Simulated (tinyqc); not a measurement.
Kane-Mele model of a buckled honeycomb layer in a normal field: one step. Levels and curvature at distance q.

Sublattices A and B lie at +/-b, so the field gives them the energies +/-D, D = e b Ez (in eV for b in angstrom and Ez in V/angstrom); 2 lam is the gap at zero field. Near the valleys tau = +/-1, for spin sz = +/-1: H = hbar v (tau qx sx + qy sy) + m sz_AB with m = D - tau sz lam, hbar v = (sqrt3/2) a t. On the lattice the spin-orbit term is the second-neighbour hopping i (lam/3 sqrt3) nu sz, nu = +/-1 by the sense of the turn. The filled band of one cone contributes tau sign(m)/2 to the Chern number, in the sense Omega = curl of i<u|grad u>. Rashba terms are left out.

Parameters, chosen for this exercise: q = 0.0087 1/angstrom (distance from K along x).

Flavours:
```
tau  sz    m (meV)   gap (meV)  mass (m0)  share of C
1     1  150.00000   300.00000  0.1558573       0.500
1    -1  510.00000  1020.00000  0.5299148       0.500
-1    1  510.00000  1020.00000  0.5299148      -0.500
-1   -1  150.00000   300.00000  0.1558573      -0.500
```

hbar v = 2.708061 eV angstrom

Question. E = sqrt(m^2 + (hbar v q)^2); curvature of the filled band Omega = tau (hbar v)^2 m/(2 E^3).

Give: At q.

Answer.

At q:
```
tau  sz  E (meV)  Omega (angstrom^2)
1     1  151.839               157.1
1    -1  510.544               14.05
-1    1  510.544              -14.05
-1   -1  151.839              -157.1
```

In each valley the two spins differ by 358.705 meV, with opposite order in the other valley.

Run: tinyqc, `OMP_NUM_THREADS=1 python tinyqc.py 1451881 1451882 out.jsonl`; Intel(R) Xeon(R) Processor @ 2.30GHz, one thread, shared host; about 0.01 s of CPU time with all checks.
